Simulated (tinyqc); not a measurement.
Bandgap voltage reference from two bipolar transistors: output against temperature.

Two transistors of area 1 and N carry the same current I. Is(T) = Is (T/T0)^eta exp[(Vg0 q/kB)(1/T0 - 1/T)], VBE1 = Vt ln(I/Is(T)) + I rb, VBE2 = Vt ln(I/(N Is(T))) + I rb/N. The amplifier forces I R1(T) = VBE1 - VBE2 + Vos, with R(T) = R (1 + tc (T - T0)) for both resistors, and the output is Vref = VBE1 + I R2(T). Base currents and the Early effect are neglected.

Vt = kB T/q; I = (Vt ln N + Vos)/(R1(T) - rb (1 - 1/N)).

Values chosen for this exercise; values of the order met in silicon bipolar transistors:

| symbol | value | unit | meaning |
|---|---|---|---|
| T0 | 323 | K | reference temperature |
| Vg0 | 1.145 | V | band-gap voltage extrapolated to 0 K |
| eta | 3.7 |  | temperature exponent of the saturation current |
| Is | 1.7e-16 | A | saturation current of the unit transistor at T0 |
| N | 8 |  | area ratio of the second transistor |
| R1 | 4.8 | kohm | resistor across which the difference of VBE falls, at T0 |
| tc | 200 | ppm/K | temperature coefficient of both resistors |
| Vos | 0 | mV | offset of the amplifier |
| rb | 0 | ohm | series resistance of the unit transistor |
| R2 | 44.54 | kohm | output resistor at T0 |

Constants: q = 1.602176634e-19 C, kB = 1.380649e-23 J/K. Results are converted to the units shown.

Output against temperature:
```
T (K)	I (uA)	VBE1 (V)	I R2 (V)	Vref (V)	Vref - Vref(T0) (mV)	dVref/dT (uV/K)
218	8.3129	0.86192	0.36248	1.2244	-8.1045	127.70
233	8.8577	0.83877	0.38742	1.2262	-6.3102	111.70
253	9.5790	0.80755	0.42068	1.2282	-4.2772	91.859
273	10.295	0.77594	0.45393	1.2299	-2.6261	73.478
298	11.181	0.73594	0.49550	1.2314	-1.0583	52.248
323	12.058	0.69543	0.53707	1.2325	0	32.667
348	12.927	0.65445	0.57864	1.2331	0.58677	14.491
373	13.787	0.61303	0.62021	1.2332	0.73463	-2.4751
398	14.638	0.57120	0.66178	1.2330	0.47179	-18.388
423	15.482	0.52898	0.70335	1.2323	-0.17705	-33.375
```

What does the comparison show?

VBE1 falls by 1.62 mV/K on average and I R2 rises by 1.66 mV/K. The slope of Vref vanishes at T = 369 K. Between 233 and 398 K Vref spans 7.05 mV, or 34.7 ppm/K by the box method (span over the average over T, over 165 K).

Program tinyqc, `OMP_NUM_THREADS=1 python tinyqc.py 2062097 2062098 out.jsonl`; Intel Xeon 2.30GHz, shared host, one thread, about 0.03 s.
